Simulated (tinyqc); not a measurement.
Inside a calculation. Model: liquidus of a compound AB in a simple-solution melt, liquid-phase epitaxy and vapour pressures. Computed by tinyqc, a small Python program that keeps every step. Command: `OMP_NUM_THREADS=1 python tinyqc.py 3011158 3011159 out.jsonl liq35 walk`. One thread of a shared host (Intel(R) Xeon(R) Processor @ 2.30GHz), about 0.04 s of CPU time with the checks. Intermediate numbers are printed to about 7 digits and carried at full precision; extremes and crossings named in words are read from the listed rows.

x is the atom fraction of B in the melt. The melt is a simple solution: R T ln gamma_B = W (1 - x)^2, R T ln gamma_A = W x^2, W = a + b T. The solid AB is stoichiometric.

Inputs (values chosen for the exercise, modelled on InAs for the melt):
```
quantity                                   value       unit
melting point T_F                           1215          K
entropy of fusion S_F                       59.7  J/(mol K)
interaction a                                 16     kJ/mol
interaction slope b                        -42.4  J/(mol K)
saturation temperature T                     894          K
step dT                                       10          K
cooling rate c                              0.27      K/min
growth time t                                1.3        min
diffusivity in the melt D                4.3e-05     cm^2/s
molar volume of the melt V_L                17.1   cm^3/mol
lattice constant a0                        6.058   angstrom
melt depth w                                 8.3         mm
heat of evaporation of A                     259     kJ/mol
entropy of evaporation of A                  108  J/(mol K)
heat of evaporation of B as (1/2) B2        96.8     kJ/mol
entropy of evaporation of B as (1/2) B2     66.6  J/(mol K)
```

Growth programme: ramp cooling.

Constants: R = 8.314462618 J/(mol K); N_A = 6.02214076e+23 1/mol; k_B = 8.617333262e-05 eV/K.

## Solubility on the A-rich side

Liquidus (Vieland): f(x) = R T ln[4 x (1 - x)] + 2 W (1/2 - x)^2 + S_F (T_F - T) = 0. Newton steps with f' = (1 - 2x)[R T/(x (1 - x)) - 2 W], from the dilute estimate x = (1/4) exp[-(S_F (T_F - T) + W/2)/(R T)]; stop below 1e-13; f under 1e-6 shown as 0.

W = -21.9056 kJ/mol

Newton steps:
```
step           x      f (J/mol)  f' (J/mol)
1     0.08283289   2.685697e+03    118185.2
2     0.06010841  -3.692767e+02    154297.9
3     0.06250168  -6.015105e+00    149332.8
4     0.06254196  -1.620878e-03    149252.4
5     0.06254197              0    149252.4
```

solubility x = 0.06254197

The dilute estimate is 1.324 of the root. An ideal melt (W = 0) would dissolve x = 0.0194; the B-rich branch lies at 1 - x.

## Slope of the liquidus

dx/dT = -(df/dT)/f', df/dT = R ln[4 x (1 - x)] + 2 b (1/2 - x)^2 - S_F, f' = (1 - 2x)[R T/(x (1 - x)) - 2 W]. Concentrations: C_L = x N_A/V_L in the melt, C_S = 4/a0^3 in the solid; m = dT/dC_L.

dx/dT = 5.895105e-04 1/K

C_L = 2.202553e+21 1/cm^3

C_S = 1.799170e+22 1/cm^3

slope m = 4.816745e-20 K cm^3

apparent heat of solution k_B T^2 d ln x/dT = 0.6491841 eV

## Layer thickness

Semi-infinite melt (Hsieh): step d = 2 dT sqrt(D t/pi)/(C_S m); ramp d = (4/3) c sqrt(D/pi) t^(3/2)/(C_S m); supercooling is their sum. A melt of depth w can give at most w (undercooling)/(C_S m).

thickness d = 0.1764520 micrometre

largest thickness from this melt = 3.361703 micrometre

sqrt(D t)/w = 0.06977558

The layer uses 5 % of what the melt could give.

## Three programmes

The formulas are those given above.

Thickness (micrometre):
```
t (min)      step          ramp  supercooling  sqrt(D t) (mm)
0.2       2.95770  1.064772e-02       2.96835        0.227156
0.5       4.67653  4.208880e-02       4.71862        0.359166
1.0       6.61362  1.190451e-01       6.73266        0.507937
2.0       9.35307  3.367104e-01       9.68978        0.718331
5.0      14.78850  1.330965e+00      16.11946        1.135782
10.0     20.91409  3.764537e+00      24.67863        1.606238
20.0     29.57699  1.064772e+01      40.22471        2.271563
```

Step cooling goes as t^(1/2), ramp cooling as t^(3/2); they are equal at t = 3 dT/(2 c) = 55.6 min. The local exponent of their sum runs from 0.51 to 0.70. Rows with sqrt(D t) above about half the depth of 8.3 mm are overestimates.

## Vapour pressures and congruent evaporation

Over the A-rich liquidus: p_A = gamma_A (1 - x) exp(S_A/R - H_A/(R T)), p_B2 = [gamma_B x exp(S_B/R - H_B/(R T))]^2, in bar. Free evaporation is congruent while the A flux over this liquidus is at least the B flux; with A and B2 taken as equal in mass for the estimate, T_c solves p_A = 2 p_B2.

log10 p_A = -9.524382

log10 p_B2 = -9.011160

congruent temperature T_c = 747.6969 K

T is above T_c: in vacuum B leaves faster and droplets of A form unless a B flux is supplied.

## The liquidus

The formulas are those given above.

Solubility; ideal: W = 0; dilute: (1/4) exp[-(S_F (T_F - T) + W/2)/(R T)]:
```
T (K)             x         ideal        dilute  W (kJ/mol)
608    5.060111e-04  1.926662e-04  5.067456e-04     -9.7792
705    4.462138e-03  1.389051e-03  4.536754e-03    -13.8920
802    2.177839e-02  6.234823e-03  2.390160e-02    -18.0048
899    6.552791e-02  2.045557e-02  8.797783e-02    -22.1176
996    1.374452e-01  5.452948e-02  2.512378e-01    -26.2304
1094   2.357369e-01  1.298516e-01  6.003838e-01    -30.3856
1166   3.353628e-01  2.448176e-01  1.037216e+00    -33.4384
1203   4.195000e-01  3.685478e-01  1.339156e+00    -35.0072
```

x over the ideal value is 2.63 in the first row and 1.14 in the last, and lies between 1.14 and 3.49: W > 0 lowers the solubility and W < 0 raises it, by about exp(-W/(2 R T)) when dilute. The dilute form is within 5 % in 2 of the eight rows. Near T_F the liquidus closes as a parabola about x = 1/2.

Checks made by the program: x against bracketed root finding (relative difference below 1e-10).
